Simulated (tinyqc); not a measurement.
Raising U: Hubbard chain of 4 sites, mean field against exact. Computed by the program tinyqc. Collinear unrestricted mean field (the lowest of 40 random starts) against exact diagonalisation.

one-body matrix (hopping and site energies) (eV):
```
         1        2        3        4
1  -0.4300  -1.0100   0.0000   0.0000
2  -1.0100   0.2100  -1.0100   0.0000
3   0.0000  -1.0100  -0.2100  -1.0100
4   0.0000   0.0000  -1.0100   0.3800
```

electrons, up and down: 2  2

Exact and mean-field results (eV):
```
U          U/t   E exact  E mean field  mean |n_up - n_down|  double occupancy, exact  first gap in the sector
0.510    0.505  -4.25767      -4.23717                 0.000                    0.248                    1.232
2.020    2.000  -3.02700      -2.66338                 0.283                    0.163                    0.842
3.030    3.000  -2.46142      -1.94690                 0.680                    0.119                    0.676
4.040    4.000  -2.04661      -1.51741                 0.814                    0.088                    0.558
6.060    6.000  -1.50611      -1.04765                 0.916                    0.050                    0.406
8.080    8.000  -1.18317      -0.80265                 0.953                    0.032                    0.316
12.120  12.000  -0.82737      -0.55365                 0.979                    0.015                    0.217
20.200  20.000  -0.52368      -0.35272                 0.992                    0.006                    0.132
```

Estimate the missing row, U = 1.01.

Computed row:
```
U        U/t   E exact  E mean field  mean |n_up - n_down|  double occupancy, exact  first gap in the sector
1.010  1.000  -3.79248      -3.70610                 0.000                    0.218                    1.079
```

In absolute terms mean field is worst at U/t = 4.0, 0.529 eV too high: at small U it is nearly exact, and at large U it misses only exchange-scale energies. Its local moments set in at U/t = 2.0 of those listed, a broken symmetry that the exact state of a finite cluster with equal spins does not have. Relative to the exact energy its error is 0.5 % at the smallest U, 33 % at most and 33 % at the largest. The double occupancy falls from 0.248 to 0.006.
